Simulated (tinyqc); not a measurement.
Tight binding, honeycomb lattice, step by step. Computed by tinyqc, a small Python program that keeps every step. Settings: t1 = 1.73, t2 = 0.37, phi = 1.57, delta = 1.48, points = 7. Command: `OMP_NUM_THREADS=1 python tinyqc.py 27493 27494 out.jsonl` (the two numbers bound the seeds that draw the settings). One thread of a shared host (Intel(R) Xeon(R) Processor @ 2.60GHz), about 0.01 s of CPU time with the checks.

## Bloch Hamiltonian at k

Parameters chosen for this model:
```
parameter     value                        unit
t1         1.730000                 eV, nearest
t2         0.370000       eV, second neighbours
phi        1.570000  rad, phase of t2 (Haldane)
delta      1.480000          eV, +/- on A and B
```

k point k (fractions of the reciprocal vectors): 0.190000  -0.270000

H_AB = -t1 (1 + exp(-i k.a1) + exp(-i k.a2)); H_AA = delta - 2 t2 sum cos(k.b + phi), H_BB = -delta - 2 t2 sum cos(k.b - phi), b = a1, a2 - a1, -a2.

H(k) at k (eV):
```
                     A                    B
A             2.718596  -2.150029-0.107845i
B  -2.150029+0.107845i            -2.717741
```

## Levels at k

Diagonalise the Hermitian matrix.

eigenvalues (eV): -3.466948  3.467804

weights |c|^2 of the basis functions:
```
     band 1    band 2
A  0.108037  0.891963
B  0.891963  0.108037
```

## Bloch Hamiltonian at K

k point K (fractions of the reciprocal vectors): 0.333333  0.666667

As before.

H(k) at K (eV):
```
          A          B
A  3.403460   0.000000
B  0.000000  -3.401692
```

## Levels at K

As before.

eigenvalues (eV): -3.401692  3.403460

weights |c|^2 of the basis functions:
```
     band 1    band 2
A  0.000000  1.000000
B  1.000000  0.000000
```

## Bands along a path

The same steps at evenly spaced points between the labelled ones.

Bands along the path (eV):
```
k             band 1    band 2
G          -5.398665  5.395129
G-K 0.33   -4.700754  4.698744
G-K 0.67   -3.554766  3.555465
K          -3.401692  3.403460
K-M 0.33   -3.290623  3.292224
K-M 0.67   -2.893335  2.894647
M          -2.276097  2.277275
M-K' 0.33  -1.600161  1.601473
M-K' 0.67  -0.941207  0.942808
K'         -0.441692  0.443460
```

With 1 band(s) filled, the highest filled level on these points lies at K' and the lowest empty one at K': a gap of 0.8852 eV, direct.

## Chern number of the lower band

On a 7 x 7 mesh, the phase of the product of overlaps around each plaquette (k1 then k2); the sum over 2 pi is an integer.

plaquette phases (rad):
```
           1          2          3          4          5          6          7
1   0.000000  -0.017734  -0.064366  -0.124212   0.013274   0.054402   0.025053
2   0.013347  -0.031570  -0.077246  -0.111909  -0.056515   0.040464   0.054402
3   0.027724  -0.039673  -0.129291  -0.151979  -0.108868  -0.056515   0.013274
4  -0.134279  -0.161574  -0.360115  -0.307545  -0.151979  -0.111909  -0.124212
5  -0.093512  -0.360504  -2.373938  -0.360115  -0.129291  -0.077246  -0.064366
6   0.006676   0.037632  -0.360504  -0.161574  -0.039673  -0.031570  -0.017734
7   0.002131   0.006676  -0.093512  -0.134279   0.027724   0.013347   0.000000
```

Chern number = -1.000000
